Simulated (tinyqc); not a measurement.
# MOS capacitor on a p-type substrate, surface potential from the exact charge relation: several studies

Uniform p-type substrate, Boltzmann statistics, full ionisation, classical densities. psi is the surface potential against the body (positive when the bands bend down) and u = psi/Vt. Traps are spread evenly over the gap and neutral at flat band, so their charge is -q Dit psi; the minority quasi-Fermi level is shifted by Vb.

Values chosen for this exercise; band and dielectric values close to those of silicon: temperature T = 300 K; band gap Eg = 1.11 eV; relative permittivity eps_r = 11.9; conduction-band density of states at T Nc = 2.83e19 cm^-3; valence-band density of states at T Nv = 2.6e19 cm^-3; electron affinity chi = 4.08 eV; acceptor density of the substrate N = 1.1e16 cm^-3; relative permittivity of the gate insulator (close to silicon nitride) eox = 7.36; insulator thickness tox = 23 nm; gate work function phiM = 4.32 eV; fixed charge at the interface, in units of q Nf = 1.4e10 cm^-2; density of interface traps Dit = 0 cm^-2 eV^-1; reverse bias of the inversion layer against the body Vb = 0 V.

Constants: q = 1.602176634e-19 C, kB = 1.380649e-23 J/K, Vt = kB T/q, eps0 = 8.8541878128e-14 F/cm where lengths are in cm. Results are converted to the units shown.

Each table varies one quantity; the others keep the values above.

## Capacitance-voltage curves

ni = sqrt(Nc Nv) exp(-Eg/(2 Vt)), Eg in volts; phiF = Vt ln(N/ni); Cox = eps0 eox/tox; Vfb = phiM - chi - (Eg - Vt ln(Nv/N)) - q Nf/Cox; Q0 = sqrt(2 eps0 eps_r q N Vt); r = (ni/N)^2 exp(-Vb/Vt); VT = Vfb + [(2 phiF + Vb)(1 + q Dit/Cox) + sqrt(2 eps0 eps_r q N (2 phiF + Vb))/Cox]. u = psi/Vt; F^2 = exp(-u) + u - 1 + r (exp(u) - u - 1); Qs = -sign(u) Q0 F; Cs = -dQs/dpsi = (Q0/Vt) |1 - exp(-u) + r (exp(u) - 1)|/(2 F). psi solves Vg = Vfb + psi + (q Dit psi - Qs)/Cox. Low frequency: 1/C_LF = 1/Cox + 1/(Cs + q Dit). High frequency, in the simple estimate in which traps and minority carriers do not follow: 1/C_HF = 1/Cox + 1/Cd, Cd being Cs with r = 0 at the same psi. Deep depletion: r = 0 and Dit = 0 both in the equation for psi and in Cs. Minority sheet density N_inv = (Q0/(2 q)) int_0^u r (exp(t) - 1)/F(t) dt for u > 0. N_inv under 1 cm^-2 is printed as 0. Regimes: accumulation when majority carriers gather, then depletion up to |psi| = phiF + Vb, weak inversion up to 2 phiF + Vb, strong inversion beyond.

Results:
```
Vg (V),psi (V),C_LF/Cox,C_HF/Cox,C_deep/Cox,N_inv (cm^-2),regime
-1.47,-0.1515,0.9266,0.9266,0.9266,0,accumulation
-1.18,-0.1249,0.8838,0.8838,0.8838,0,accumulation
-0.9,-0.07913,0.7660,0.7660,0.7660,0,accumulation
-0.62,0.03198,0.3953,0.3953,0.3953,0,depletion
-0.34,0.2380,0.1893,0.1893,0.1893,157.0,depletion
0.23,0.7217,0.2605,0.1142,0.1138,1.078e10,strong inversion
0.51,0.8201,0.8394,0.1077,0.09931,3.145e11,strong inversion
0.79,0.8522,0.9147,0.1058,0.08922,7.500e11,strong inversion
1.08,0.8725,0.9421,0.1046,0.08146,1.226e12,strong inversion
1.36,0.8866,0.9558,0.1039,0.07561,1.695e12,strong inversion
```

Estimate the missing row, Vg = -0.05 V.

Computed row:
```
Vg (V),psi (V),C_LF/Cox,C_HF/Cox,C_deep/Cox,N_inv (cm^-2),regime
-0.05,0.4819,0.1374,0.1374,0.1374,1.280e6,weak inversion
```

With this row back in the table: C_LF/Cox is lowest, 0.137, at Vg = -0.05 V (weak inversion) among the rows listed and is 0.956 in the last row, where C_HF/Cox is 0.104 and the deep-depletion value 0.0756. Vfb = -0.677 V, where C_HF/Cox = 0.486 (Cox in series with eps0 eps_r/LD), and VT = 0.210 V. Over the last two rows psi moves by only 0.050 V a volt of gate bias, since the inversion charge screens the body. In strong accumulation and inversion degeneracy and confinement, left out here, lower the capacitance.

## Effect of the reverse bias of the inversion layer against the body on threshold and swing

ni = sqrt(Nc Nv) exp(-Eg/(2 Vt)), Eg in volts; phiF = Vt ln(N/ni); Cox = eps0 eox/tox; Vfb = phiM - chi - (Eg - Vt ln(Nv/N)) - q Nf/Cox; VT = Vfb + [(2 phiF + Vb)(1 + q Dit/Cox) + sqrt(2 eps0 eps_r q N (2 phiF + Vb))/Cox]. gamma = sqrt(2 eps0 eps_r q N)/Cox; Wm = sqrt(2 eps0 eps_r (2 phiF + Vb)/(q N)); m = 1 + (eps0 eps_r/Wm + q Dit)/Cox; swing m Vt ln 10; Cmin/Cox = 1/(1 + Cox Wm/(eps0 eps_r)).

In this table Dit = 0 cm^-2 eV^-1.

The same in every row: Vfb (V) = -0.67710; 2 phiF (V) = 0.70617; gamma (V^0.5) = 0.21509.

Effect of the reverse bias of the inversion layer against the body on threshold and swing:
```
Vb (V),VT (V),Wm (nm),m,swing (mV/decade),Cmin/Cox
0,0.20982,290.58,1.1280,67.144,0.11346
0.4,0.65529,363.68,1.1023,65.613,0.092767
0.8,1.0930,424.37,1.0876,64.743,0.080569
1.2,1.5260,477.41,1.0779,64.163,0.072265
1.6,1.9557,525.12,1.0708,63.742,0.066134
2,2.3829,568.84,1.0654,63.418,0.061363
2.4,2.8082,609.43,1.0610,63.159,0.057511
2.8,3.2318,647.48,1.0574,62.945,0.054314
```

As Vb goes from 0 to 2.8, VT rises from 0.210 to 3.23 V, the swing falls from 67.1 to 62.9 mV/decade and Cmin/Cox falls from 0.113 to 0.0543. Vfb does not move. The slope |dVT/dVb| between the first two rows is 1.11, close to m (VT is counted against the body; against the source it is m - 1).

## Effect of the insulator thickness on threshold and swing

Same model as above.

The same in every row: 2 phiF (V) = 0.7062; Wm (nm) = 290.6.

Effect of the insulator thickness on threshold and swing:
```
tox (nm),Vfb (V),gamma (V^0.5),VT (V),m,swing (mV/decade),Cmin/Cox
5.8,-0.6712,0.05424,0.08057,1.032,61.45,0.03126
8.5,-0.6721,0.07949,0.1009,1.047,62.34,0.04516
13,-0.6737,0.1216,0.1347,1.072,63.83,0.06746
19,-0.6757,0.1777,0.1798,1.106,65.82,0.09561
28,-0.6788,0.2618,0.2474,1.156,68.80,0.1348
42,-0.6836,0.3928,0.3526,1.234,73.44,0.1894
62,-0.6905,0.5798,0.5029,1.345,80.06,0.2565
92,-0.7008,0.8604,0.7283,1.512,90.00,0.3386
```

As tox goes from 5.8 to 92, VT rises from 0.0806 to 0.728 V, the swing rises from 61.4 to 90.0 mV/decade and Cmin/Cox rises from 0.0313 to 0.339. Of the change of VT by 0.648 V, -0.0297 V comes from Vfb and 0.677 V from the band bending and the charge it takes. m - 1 goes as tox^(1.00), that is as 1/Cox.

Computed by the program tinyqc: `OMP_NUM_THREADS=1 python tinyqc.py 2060145 2060146 out.jsonl`, one thread of a shared Intel Xeon 2.30GHz, about 0.01 s for the whole run.
